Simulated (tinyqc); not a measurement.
Cyclotron resonance of ellipsoidal valleys, Si type, step by step. Values are carried at full precision from step to step, so a last printed digit may differ when a step is redone from the rounded ones.

Valleys along [100], [010], [001] (each with its opposite partner), mass ml along the axis and mt across it. B lies in the (1-10) plane, b = (sin(theta)/sqrt2, sin(theta)/sqrt2, cos(theta)). For the angle phi between B and the axis, 1/mc^2 = cos^2(phi)/mt^2 + sin^2(phi)/(mt ml). Resonance: h nu = 2 muB B/mc, h = 2 pi hbar.

Constants: hbar = 6.58211957e-16 eV s; muB = 5.788381798e-05 eV/T.

Parameters, chosen for this exercise (near those of Si; shifted at random, so the results belong to these values and not to a real crystal): theta = 5 degrees (angle of B from [001] towards [110]); ml = 0.947 m0 (longitudinal mass); mt = 0.196 m0 (transverse mass); nu = 70 GHz (microwave frequency); tau = 130 ps (scattering time).

## Angles to the valley axes

Give b and cos^2(phi) for each axis.

b: 0.0616  0.0616  0.9962

cos^2(phi): [100] 0.0038, [010] 0.0038, [001] 0.9924

## Cyclotron masses and resonance fields

For each axis, mc and B = h nu mc/(2 muB).

Resonances:
```
axis,mc (m0),B (T)
[100],0.4277,1.0696
[010],0.4277,1.0696
[001],0.1966,0.4916
```

2 distinct masses appear; the limits are mt = 0.196 (B along the axis) and sqrt(ml mt) = 0.4308 (B across it).

## The same from the mass tensor

For the valley along [001]: M = mt 1 + (ml - mt) a a^T, and mc^2 = det M/(b M b).

M (m0), lower triangle:
```
,x,y,z
x,0.1960
y,0,0.1960
z,0,0,0.9470
```

det M = 0.036380
b M b = 0.9413
mc = 0.1966 m0

## Line shape

For linear polarisation and one isotropic mass the absorbed power goes as P = [1 + (w^2 + wc^2) tau^2]/([1 + (wc^2 - w^2) tau^2]^2 + 4 w^2 tau^2), w = 2 pi nu. List it for wc/w = 0, 0.5, 0.8, 0.9, 1, 1.1, 1.2, 1.5 and 2, which is B over the resonance field.

w tau = 57.177

Power:
```
wc/w,P
0.0,0.0003058
0.5,0.0006790
0.8,0.003842
0.9,0.01488
1.0,0.5000
1.1,0.01487
1.2,0.003826
1.5,0.0006355
2.0,0.0001699
```

The largest listed value lies at wc/w = 1.0, 1635.2 times the zero-field value. With w tau well above 1 the line is sharp, of relative half width about 1/(w tau). The closest two lines of this crystal are 117.6 % apart, so they are resolved.

## Checks

- Rotation frequency of dv/dt = -M^-1 (v x b) for the valley along [001], in units of e B/m0, against 1/mc: both 5.0867.

Computed by tinyqc, a small Python program: `OMP_NUM_THREADS=1 python tinyqc.py 1280349 1280350 out.jsonl` (the numbers bound the seed that draws the inputs); one thread of a shared host (Intel(R) Xeon(R) Processor @ 2.30GHz), about 0.01 s for the whole set of steps.
